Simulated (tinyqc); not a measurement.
What moves the results: six-band k.p model of the valence band of a wurtzite crystal. A value that a table varies takes the place of the one given here.

At k = 0: E1 = D1c + D2c + Te + Le (pure HH); E2, E3 = Le + u +/- sqrt(u^2 + 2 D3c^2), u = (D1c - D2c + Te)/2, D1c = Dcr, D2c = D3c = Dso/3. The weight of LH in state 2 is fL = (E2 - Le)^2/((E2 - Le)^2 + 2 D3c^2). Relative strengths of transitions to the conduction band: for E perpendicular to c (TE) 1/2, fL/2, (1 - fL)/2; for E along c (TM) 0, 1 - fL, fL, with one momentum element for both directions.

Strain of a c-plane layer: exx = eyy = e_par, ezz = -2 (C13/C33) e_par; Le = D1 ezz + D2 (exx + eyy), Te = D3 ezz + D4 (exx + eyy).

Conduction edge: Ec = (top of the unstrained valence band) + Eg + (a1 + D1) ezz + (a2 + D2)(exx + eyy).
Constants: kB = 8.617333262e-05 eV/K.

Values chosen for the exercise (of the order of those of hexagonal CdSe; not measured data): Dcr = 0.0339 eV (crystal-field splitting); Dso = 0.434 eV (spin-orbit splitting); Eg = 1.829 eV (direct gap at Gamma from the top of the unstrained valence band); a1 = -0.78 eV (gap potential along c); a2 = -3.55 eV (gap potential in the plane); D1 = -1.02 eV; D2 = 0.98 eV; D3 = 4.2 eV; D4 = -2.16 eV; C13 = 37 GPa; C33 = 82 GPa; T = 300 K (temperature); e_par = -0.011 (exx = eyy of a c-plane layer).

## Strain and the order of the valence edges

Edges from the unstrained top. Degree of polarisation (TE - TM)/(TE + TM), each state weighted by exp(E/kT) alone (equal densities of states).

Results:

| e_par (%) | E1 (meV) | E2 (meV) | E3 (meV) | fL | lowest transition (eV) | polarisation |
|---|---|---|---|---|---|---|
| -2.00 | 104.6 | -4.3 | -416.7 | 0.562 | 1.7947 | 0.975 |
| -1.50 | 78.4 | -11.7 | -421.0 | 0.513 | 1.8033 | 0.943 |
| -1.00 | 52.3 | -17.1 | -427.3 | 0.464 | 1.8119 | 0.867 |
| -0.50 | 26.1 | -20.5 | -435.7 | 0.415 | 1.8204 | 0.695 |
| 0.00 | 0.0 | -22.0 | -445.9 | 0.369 | 1.8290 | 0.365 |
| 0.50 | -26.1 | -21.7 | -458.0 | 0.327 | 1.8331 | -0.071 |
| 1.00 | -52.3 | -19.7 | -471.7 | 0.288 | 1.8136 | -0.427 |
| 1.50 | -78.4 | -16.3 | -486.9 | 0.253 | 1.7925 | -0.626 |
| 2.00 | -104.6 | -11.5 | -503.4 | 0.223 | 1.7702 | -0.723 |

What does this show, and why?

E1 = E2 requires Dcr + Te = 0, which here falls at e_par = 0.42 %, inside the sweep: state 1 is on top for smaller e_par and state 2 beyond. The polarisation goes from +0.97 to -0.72 and changes sign between 0.00 and 0.50 %; the lowest transition moves by -6 meV per 1 % on average, not monotonically: it peaks at e_par = 0.50 % among these rows. The deformation potentials of this set are rough, and the small net slope can differ from measurement even in sign.

## Crystal field against spin-orbit coupling

No strain; Dcr is varied.

Results:

| Dcr (meV) | Dcr/Dso | E1 (meV) | E2 (meV) | E3 (meV) | E1 - E2 (meV) | E1 - E3 (meV) | fL |
|---|---|---|---|---|---|---|---|
| -1157.3 | -2.67 | -1012.6 | 31.4 | -1333.4 | -1044.0 | 320.7 | 0.023 |
| -578.7 | -1.33 | -434.0 | 53.9 | -777.2 | -487.9 | 343.2 | 0.065 |
| -289.3 | -0.67 | -144.6 | 81.2 | -515.2 | -225.9 | 370.6 | 0.136 |
| -144.7 | -0.33 | 0.0 | 105.9 | -395.3 | -105.9 | 395.2 | 0.211 |
| 0.0 | 0.00 | 144.7 | 144.7 | -289.3 | 0.0 | 434.0 | 0.333 |
| 144.7 | 0.33 | 289.4 | 204.6 | -204.6 | 84.8 | 493.9 | 0.500 |
| 289.3 | 0.67 | 434.0 | 289.3 | -144.7 | 144.7 | 578.6 | 0.667 |
| 578.7 | 1.33 | 723.4 | 515.3 | -81.2 | 208.1 | 804.6 | 0.864 |
| 1157.3 | 2.67 | 1302.0 | 1052.4 | -39.8 | 249.6 | 1341.7 | 0.964 |

How do the results move?

At Dcr = 0 the cubic pattern returns: E1 = E2, E3 lies Dso = 434.0 meV lower and fL = 0.333 (1/3). For large positive Dcr, E1 - E2 tends to 2 Dso/3 = 289.3 meV (last row 249.6) and state 2 turns LH-like; for negative Dcr state 2 rises to the top and turns CH-like (98 % in the first row). In every row the two splittings add up to Dcr + Dso and multiply to (2/3) Dcr Dso.

## What each parameter does

Splittings at k = 0 under the strain, fL and the lowest transition. Each row changes one parameter from the base and keeps the others.

Results:

| case | E1 - E2 (meV) | E1 - E3 (meV) | fL | lowest transition (eV) |
|---|---|---|---|---|
| base | 73.68 | 483.43 | 0.4737 | 1.8101 |
| a1 = -0.936 eV | 73.68 | 483.43 | 0.4737 | 1.8086 |
| C13 = 29.6 GPa | 69.25 | 479.52 | 0.4636 | 1.8200 |
| e_par = -0.0132 | 82.88 | 492.08 | 0.4955 | 1.8064 |
| C33 = 65.6 GPa | 79.10 | 488.43 | 0.4864 | 1.7978 |
| D4 = -1.728 eV | 68.63 | 478.98 | 0.4622 | 1.8196 |
| D3 = 3.36 eV | 69.25 | 479.52 | 0.4636 | 1.8185 |
| D1 = -0.816 eV | 73.68 | 483.43 | 0.4737 | 1.8101 |
| D2 = 0.784 eV | 73.68 | 483.43 | 0.4737 | 1.8101 |

What can be read from the table?

The largest shifts from the base row, up to three for each result and ties (the steps differ in size, so this ranks the rows, not the parameters). E1 - E2 (meV): e_par +9.20, C33 +5.42, D4 -5.06; unchanged at the printed digits by a1, D1 and D2. E1 - E3 (meV): e_par +8.65, C33 +5.00, D4 -4.45; unchanged at the printed digits by a1, D1 and D2. fL: e_par +0.0218, C33 +0.0127, D4 -0.0115; unchanged at the printed digits by a1, D1 and D2. lowest transition (eV): C33 -0.0124, C13 +0.0099, D4 +0.0095; unchanged at the printed digits by D1 and D2. D1 and D2 shift all valence edges and the conduction edge alike, so they drop out of splittings and transitions.

(tinyqc, `OMP_NUM_THREADS=1 python tinyqc.py 1050060 1050061 out.jsonl`, Intel(R) Xeon(R) Processor @ 2.30GHz, 1 thread, shared host, about 0.01 s.)
